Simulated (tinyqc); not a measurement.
Worked calculation: LCCD on RHF in the 6-31g basis, for H2, spin multiplicity 1. One step of it, computed by the program tinyqc.

Task: Iteration 8 (converged): orbitals. Diagonalise F' = X^T F X, C = X C', fill 1 alpha and 1 beta electrons from the bottom; D = 2 C_occ C_occ^T. Each column has its largest component positive (the first on a tie).

converged F (hartree):
```
           1H 1s      1H 2s      2H 1s      2H 2s
1H 1s   0.033038  -0.467012  -0.489031  -0.467493
1H 2s  -0.467012  -0.328851  -0.467493  -0.372467
2H 1s  -0.489031  -0.467493   0.033038  -0.467012
2H 2s  -0.467493  -0.372467  -0.467012  -0.328851
```

X:
```
               1          2          3         4
1H 1s  -0.701272   0.831742   0.780650  0.271146
1H 2s   1.900165  -0.679583   0.288105  0.331855
2H 1s   0.701272   0.831742  -0.780650  0.271146
2H 2s  -1.900165  -0.679583  -0.288105  0.331855
```

Give: F' = X^T F X; orbital energies; coefficients C; D after iteration 8.

Result:

F' = X^T F X (hartree):
```
         1        2        3        4
1   0.8259   0.0000  -0.5226   0.0000
2   0.0000   0.8342   0.0000  -0.0608
3  -0.5226   0.0000   0.6440   0.0000
4   0.0000  -0.0608   0.0000  -0.5579
```

orbital energies (hartree): MO1 -0.5605, MO2 0.2045, MO3 0.8368, MO4 1.2654

coefficients C:
```
          MO1      MO2      MO3      MO4
1H 1s  0.3071   0.1461   0.8191  -1.0392
1H 2s  0.3019   1.4435  -0.6934   1.2688
2H 1s  0.3071  -0.1461   0.8191   1.0392
2H 2s  0.3019  -1.4435  -0.6934  -1.2688
```

D after iteration 8:
```
        1H 1s   1H 2s   2H 1s   2H 2s
1H 1s  0.1887  0.1855  0.1887  0.1855
1H 2s  0.1855  0.1823  0.1855  0.1823
2H 1s  0.1887  0.1855  0.1887  0.1855
2H 2s  0.1855  0.1823  0.1855  0.1823
```
